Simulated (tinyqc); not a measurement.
Core-level spacing from the offsets.

Question. For an overlayer B on a substrate A, dEv = (iB - iA) - (cB - vB) + (cA - vA) in binding energies, and dEc + dEv = EgB - EgA. Find dEv and the spacing iB - iA that a thin film must show.

Inputs (values chosen for the exercise):
```
symbol  value  unit                 meaning
EgA      0.65    eV  gap of the substrate A
EgB      9.08    eV  gap of the overlayer B
```

dEc = 2.7 eV
cA - vA = 25.51 eV
cB - vB = 49.64 eV

Solution. The gaps give dEv, and the Kraut relation is solved for the spacing.

dEv = 5.7300 eV
iB - iA = 29.860 eV

Numbers from tinyqc (`OMP_NUM_THREADS=1 python tinyqc.py 2410173 2410174 out.jsonl`; about 0.01 s on one thread of a shared Intel Xeon 2.30GHz).
